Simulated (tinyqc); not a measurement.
# Reverse leakage of an n+-p junction: diffusion, generation, trap-assisted and band-to-band tunnelling, step by step

tinyqc, about 0.01 s, one thread, Intel Xeon 2.30GHz (shared host): `OMP_NUM_THREADS=1 python tinyqc.py 2290078 2290079 out.jsonl` Printed values are rounded; ~0 in a residual or rate marks an entry under 1e-11 of the largest of its column.

One-sided abrupt junction in the depletion approximation, x from the junction (0) to W on the p side, field F = F0 (1 - x/W). Flat quasi-Fermi levels, long p side. Traps generate through SRH with both lifetimes shortened by 1 + Gamma (Hurkx enhancement, form for moderate fields); band-to-band generation is local and needs a total bending above Eg.

Parameters, values chosen for the exercise; band and dielectric values close to those of silicon:
- T = 350 K (temperature)
- Eg = 1.11 eV (band gap)
- eps_r = 11.7 (relative permittivity)
- Nc = 3.54e19 cm^-3 (conduction-band density of states at T)
- Nv = 3.39e19 cm^-3 (valence-band density of states at T)
- Na = 2.3e16 cm^-3 (acceptor density of the lighter side)
- Nd = 1e19 cm^-3 (donor density of the heavier side)
- tau = 9e-6 s (SRH lifetime of both carriers at zero field)
- Et = 0 eV (trap level above the intrinsic level)
- mt = 0.24 m0 (tunnelling mass)
- Dn = 16 cm^2/s (electron diffusion coefficient on the lighter side)
- Ab = 2.1e14 cm^-0.5 V^-2.5 s^-1 (band-to-band prefactor)
- Bb = 1.84e7 V/cm (band-to-band field constant)
- VR = 2.3 V (reverse bias)

Constants: q = 1.602176634e-19 C, kB = 1.380649e-23 J/K, hbar = 1.054571817e-34 J s, m0 = 9.1093837015e-31 kg, Vt = kB T/q, eps0 = 8.8541878128e-14 F/cm where lengths are in cm. Results are converted to the units shown.

## Field, scales and diffusion current

ni = sqrt(Nc Nv) exp(-Eg/(2 Vt)), Eg in volts; Vbi = Vt ln(Na Nd/ni^2); W = sqrt(2 eps0 eps_r (Vbi + VR)/(q Na)); F0 = 2 (Vbi + VR)/W; FG = sqrt(24 mt m0 (kB T)^3)/(q hbar); J_diff = q ni^2 sqrt(Dn/tau)(1 - exp(-VR/Vt))/Na.

ni = 3.531451e11 cm^-3
Vbi = 0.8518306 V
W = 420.9637 nm
F0 = 149.7436 kV/cm
FG = 455.4033 kV/cm
J_diff = 1.158318e-9 A/cm^2

## Generation rates across the layer

u = (Vbi + VR)(1 - x/W)^2, p = Na exp(-u/Vt), n = Nd exp((u - Vbi - VR)/Vt); G0 = ni^2 (1 - exp(-VR/Vt))/(tau (n + p + 2 ni cosh(Et/Vt))); Gamma = 2 sqrt(3 pi)(F/FG) exp((F/FG)^2); trap-assisted part G0 Gamma; G_bb = Ab F^2.5 exp(-Bb/F) with F in V/cm, zero unless Vbi + VR > Eg. 14 equal steps.

```
point    x (nm)  F (kV/cm)      Gamma  G0 (cm^-3 s^-1)  G0 Gamma (cm^-3 s^-1)  G_bb (cm^-3 s^-1)
0        0.0000   149.7436   2.249435       1.385683e9             3.117003e9       7.868890e-27
1       30.0688   139.0476   2.057881      2.197823e15            4.522858e15       5.134246e-31
2       60.1377   128.3517   1.873566      1.961892e16            3.675734e16       6.830205e-36
3       90.2065   117.6557   1.695783      1.961917e16            3.326986e16                 ~0
4      120.2753   106.9597   1.523865      1.961917e16            2.989698e16                 ~0
5      150.3442    96.2637   1.357179      1.961917e16            2.662674e16                 ~0
6      180.4130    85.5678   1.195122      1.961917e16            2.344730e16                 ~0
7      210.4818    74.8718   1.037114      1.961917e16            2.034732e16                 ~0
8      240.5507    64.1758  0.8826029      1.961623e16            1.731334e16                 ~0
9      270.6195    53.4799  0.7310530      1.863246e16            1.362131e16                 ~0
10     300.6883    42.7839  0.5819460      2.642179e15            1.537605e15                 ~0
11     330.7572    32.0879  0.4347774      7.282774e13            3.166386e13                 ~0
12     360.8260    21.3919  0.2890533      5.082005e12            1.468970e12                  0
13     390.8948    10.6960  0.1442877      1.026754e12            1.481479e11                  0
14     420.9637     0.0000          0      6.024524e11                      0                  0
```

## Current components

Each current is q times the trapezoid sum of its rate; J adds J_diff; J_bb under 1e-8 of the sum is given as 0.

J_SRH = 7.750618e-8 A/cm^2
J_TAT = 9.990360e-8 A/cm^2
J_bb = 0 A/cm^2
J = 1.785681e-7 A/cm^2

A fine grid gives J = 1.855e-7 A/cm^2; the coarse sum is 3.7 % below it. On the fine grid the largest part is trap-assisted tunnelling (56.3 %). The simple estimate q ni W/(2 tau cosh(Et/Vt)) is 66 % above the fine-grid J_SRH of 7.989e-8 A/cm^2, since near both edges n or p is large enough to quench generation.
